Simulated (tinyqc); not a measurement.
What moves transparency and gain: optical gain and spontaneous emission in a bulk direct-gap semiconductor.

Parabolic bands, vertical transitions, no excitons. For each hole band j: mr = me mj/(me + mj); joint density of states J_j(E) = (mr/c)^(3/2) sqrt(E - Eg)/(2 pi^2), both spins, c = hbar^2/2m0; averaged matrix element |e.p|^2 = m0 Ep/6; alpha_j(E) = 4 pi^2 alpha_f c Ep J_j/(3 nr E) in 1/angstrom (alpha_f the fine-structure constant, listed as alpha among the constants), times 1e8 for 1/cm.

F_j(eta) = (1/Gamma(j + 1)) integral_0^infinity x^j dx/(1 + exp(x - eta)), which tends to exp(eta) for eta << 0.

Quasi-Fermi levels: n = Nc F_1/2(Fc/kT) and p = Nv F_1/2(Fv/kT), Fc counted up from the conduction edge and Fv down from the valence edge; Nc, Nv from N = 2 (m kB T/(4 pi c))^(3/2) with c = hbar^2/2m0, in 1/angstrom^3; times 1e24 for 1/cm^3, with me and (mhh^(3/2) + mlh^(3/2))^(2/3).

For band j the electron sits at Ee = (E - Eg) mr/me above its edge and the hole at Eh = (E - Eg) mr/mj; fe = 1/(1 + exp((Ee - Fc)/kT)), fh = 1/(1 + exp((Eh - Fv)/kT)); gain g = sum_j alpha_j (fe + fh - 1).

Constants: hbar^2/2m0 = 3.80998211 eV angstrom^2; fine-structure constant alpha = 0.007297352564; kB = 8.617333262e-05 eV/K.

Inputs chosen for the exercise (near those of InGaAs; shifted at random, so the results belong to these values and not to a real crystal):
- Eg = 0.771 eV (direct gap)
- me = 0.0414 m0 (electron mass)
- mhh = 0.462 m0 (heavy-hole mass)
- mlh = 0.0517 m0 (light-hole mass)
- Ep = 22.2 eV (Kane energy)
- nr = 3.54 (refractive index)
- T = 400 K
- n = 3.3e+18 1/cm^3 (injected density, n = p)

Transparency is Fc + Fv = 0; the peak is the largest g over E at the density n (0 if none).

One parameter was then changed.

Results before and after:

| case | transparency density (1/cm^3) | Fc + Fv (eV) | peak gain (1/cm) |
|---|---|---|---|
| base | 1.12e+18 | 0.1470 | 785 |
| changed | 1.12e+18 | 0.1470 | 747 |

Which of these changes was made? (a) me = 0.0476 m0; (b) n = 4.29e+18 1/cm^3; (c) Ep = 24.4 eV; (d) mhh = 0.277 m0; (e) T = 440 K; (f) nr = 3.72.

Answer: (f) nr = 3.72. Of the candidates, run in turn, only this one gives the changed row.

All candidates:

| case | transparency density (1/cm^3) | Fc + Fv (eV) | peak gain (1/cm) |
|---|---|---|---|
| base | 1.12e+18 | 0.1470 | 785 |
| me = 0.0476 m0 | 1.28e+18 | 0.1206 | 825 |
| mhh = 0.277 m0 | 8.70e+17 | 0.1754 | 1387 |
| Ep = 24.4 eV | 1.12e+18 | 0.1470 | 863 |
| T = 440 K | 1.29e+18 | 0.1356 | 659 |
| n = 4.29e+18 1/cm^3 | 1.12e+18 | 0.1952 | 1094 |
| nr = 3.72 | 1.12e+18 | 0.1470 | 747 |

Program tinyqc; command `OMP_NUM_THREADS=1 python tinyqc.py 1651832 1651833 out.jsonl`; about 0.09 s on one thread of a shared Intel(R) Xeon(R) Processor @ 2.30GHz.
